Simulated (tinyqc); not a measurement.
Etch lag against aspect ratio: ion-assisted plasma etching: sheath, surface coverage, synergy and aspect-ratio dependence. Computed by tinyqc, a small Python program. Command: `OMP_NUM_THREADS=1 python tinyqc.py 3007138 3007139 out.jsonl etch walk`. One thread of a shared host (Intel(R) Xeon(R) Processor @ 2.30GHz), about 0.04 s of CPU time with the checks.

Radicals adsorb on bare sites; ions remove covered sites with a high yield and bare sites by sputtering; a slow spontaneous reaction acts everywhere, walls included.

Inputs (values chosen for the exercise, close to those used for silicon dioxide in a fluorocarbon plasma):

| quantity | value | unit |
|---|---|---|
| plasma density n_e | 3.6e+11 | 1/cm^3 |
| electron temperature T_e | 2.9 | eV |
| ion mass M_i | 50 | u |
| sheath voltage V | 280 | V |
| radical density n | 7.4e+13 | 1/cm^3 |
| radical mass M_n | 31 | u |
| gas temperature T_g | 300 | K |
| sticking coefficient s | 0.43 | - |
| radicals per removed unit x | 4 | - |
| yield slope b | 0.22 | eV^(-1/2) |
| threshold E_th | 5.1 | eV |
| sputter slope b_p | 0.015 | eV^(-1/2) |
| sputter threshold E_p | 33 | eV |
| spontaneous reaction probability k_c | 2.7e-05 | - |
| solid density N | 2.2e+22 | 1/cm^3 |
| ion temperature T_i | 0.54 | eV |

Feature: long trench.

Constants: e = 1.602176634e-19 C; u = 1.6605390666e-27 kg; k_B = 1.380649e-23 J/K; eps_0 = 8.8541878128e-12 F/m.

Method:
- Bohm speed u_B = sqrt(e T_e/M_i); ion flux G_i = 0.61 n_e u_B; radical flux G_n = n c/4 with c = sqrt(8 k_B T_g/(pi M_n)).
- Debye length lambda_D = sqrt(eps_0 T_e/(e n_s)) with n_s = 0.61 n_e, T_e in volts; Child-law sheath d = (sqrt2/3) lambda_D (2 V/T_e)^(3/4); ion energy E = V + T_e/2; angular spread = arctan(sqrt(T_i/E)).
- Yields: Y = b (sqrt(E) - sqrt(E_th)) on covered sites, Y_p = b_p (sqrt(E) - sqrt(E_p)) on bare ones (zero below threshold).
- Steady coverage: s G_n (1 - theta) = x Y G_i theta; removal flux = Y G_i theta + Y_p G_i (1 - theta) + k_c G_n; rate = flux/N, 1 cm/s = 6e8 nm/min.
- Lateral rate = k_c G_n/N; anisotropy = 1 - lateral/vertical; synergy = vertical/(ions alone + radicals alone), with ions alone Y_p G_i/N and radicals alone the lateral rate.
- Transmission of a long trench, rough form: K = (1 + ln(1 + A))/(1 + A + ln(1 + A)), walls that scatter diffusely without loss. With a loss probability S = s (1 - theta) at the floor, G_b/G_n = K/(K + S - K S); theta follows G_b, and the two are solved together. Ions are taken to reach the floor unshadowed; G_b replaces G_n in every term of the rate; A is depth over width.

yield Y = 3.19399

sputter yield Y_p = 0.165479

ion flux G_i = 5.19490e+16 1/(cm^2 s)

radical flux G_n = 8.37411e+17 1/(cm^2 s)

vertical rate = 1744.22 nm/min

coverage theta = 0.351721

Floor of the feature:

| A | K | G_b/G_n | theta | rate (nm/min) | relative rate |
|---|---|---|---|---|---|
| 0.5 | 0.73760 | 0.90701 | 0.32980 | 1650.1 | 0.94604 |
| 1.0 | 0.62869 | 0.85202 | 0.31613 | 1591.4 | 0.91239 |
| 2.0 | 0.51203 | 0.77618 | 0.29633 | 1506.4 | 0.86365 |
| 5.0 | 0.35830 | 0.63590 | 0.25651 | 1335.5 | 0.76565 |
| 10.0 | 0.25361 | 0.50128 | 0.21381 | 1152.2 | 0.66058 |
| 20.0 | 0.16821 | 0.35984 | 0.16334 | 935.5 | 0.53636 |
| 50.0 | 0.08978 | 0.20296 | 0.09919 | 660.2 | 0.37850 |
| 100.0 | 0.05317 | 0.12222 | 0.06219 | 501.4 | 0.28744 |

What follows from these numbers?

K falls by a factor 13.9 over the rows and the rate by 3.29. Among these rows the rate stays within 10 % of the open-field value up to A = 1, and falls further as fewer radicals reach the floor. Caution: rows with A above about 1/(2 tan(ion spread)) or 1/sqrt(k_c), often 10 to 30, are formal: ion shadowing, radical loss on the walls, redeposition of sputtered material and, in fluorocarbon plasmas, polymer growth are left out and add to the lag.
